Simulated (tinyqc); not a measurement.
Thermal, flicker and telegraph noise of a field-effect transistor: one step, computed by the program tinyqc.

Strong inversion, threshold roll-off and channel-length modulation left out; noise sources are uncorrelated and are given as one-sided spectral densities.

Problem. Flicker noise. C_ox = 3.9 eps_0/t; V_c = 2 v_s L/mu; I = W C_ox v_s V_ov^2/(V_ov + V_c); g_m = W C_ox v_s V_ov (V_ov + 2 V_c)/(V_ov + V_c)^2; g_d0 = mu C_ox (W/L) V_ov. Tunnelling length lambda = hbar/(2 sqrt(2 m_ox phi)); flat-band noise S_Vfb = e^2 k_B T lambda N_t/(W L C_ox^2 f). S_I = g_m^2 S_Vfb.

Inputs (values chosen for the exercise, modelled on a silicon n-channel):
```
quantity                        value         unit
width W                           180   micrometre
length L                         2800           nm
electrical oxide thickness t      2.9           nm
mobility mu                       200   cm^2/(V s)
saturation velocity v_s             1     1e7 cm/s
overdrive V_ov                   0.79            V
oxide trap density N_t        1.9e+18  1/(eV cm^3)
oxide barrier phi                 2.3           eV
oxide mass m_ox                  0.32          m_0
frequency f                        10           Hz
temperature T                     200            K
```

Operating region: saturation. Flicker model: number fluctuation.

drain current I = 4646.226 microampere

Constants: eps_0 = 8.8541878128e-12 F/m; hbar = 1.054571817e-34 J s; m_0 = 9.1093837015e-31 kg; e = 1.602176634e-19 C; k_B = 8.617333262e-05 eV/K.

Give: tunnelling length lambda; S_Vfb; flicker S_I; flicker S_I/I^2.

Solution.

tunnelling length lambda = 1.1376 angstrom

S_Vfb = 1.3382e-13 V^2/Hz

flicker S_I = 1.8010e-17 A^2/Hz

flicker S_I/I^2 = 8.3429e-13 1/Hz
